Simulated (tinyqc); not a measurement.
Worked calculation: coherent transport through a tight-binding region between two chains. One step of it, computed by the program tinyqc.

Question. Transmission at E = -0.88 eV. Surface Green function g = (E - i sqrt(4 t^2 - E^2)) / (2 t^2); self-energy tc^2 g on each contact site; G = (E - H - Sigma)^(-1); Gamma = -2 Im Sigma; T = Gamma_L Gamma_R |G_LR|^2; local density of states -Im G_ii / pi.

H of the central region (eV), lower triangle:
```
,1,2,3,4,5
1,0.500000
2,-1.430000,0.280000
3,0.000000,-1.430000,-0.360000
4,0.000000,0.000000,-1.430000,0.520000
5,-1.430000,0.000000,0.000000,-1.430000,0.760000
```

Leads: semi-infinite chains with site energy 0:
```
parameter,value
lead hopping t (eV),2.750000
coupling to the left lead (eV),0.730000
coupling to the right lead (eV),1.040000
left contact site,1
right contact site,5
```

E = -0.880000 eV

Give: g; G; local density of states; transmission.

Answer.

g = -0.0582-0.3590i 1/eV

G (1/eV), lower triangle:
```
,1,2,3,4,5
1,-1.4804-0.7998i
2,-0.2975+0.0826i,-0.7426-0.1286i
3,1.2391+0.8668i,0.3944-0.1869i,-0.9191-1.0184i
4,0.7480+0.2326i,0.8860+0.0607i,-0.0293-0.1834i,-0.8967-0.1274i
5,-0.5067-0.6390i,0.4730+0.2463i,0.8904+0.8388i,-0.1492+0.0587i,-1.0365-0.7814i
```

local density of states (1/eV): 0.2546  0.0410  0.3242  0.0405  0.2487

transmission = 0.1976
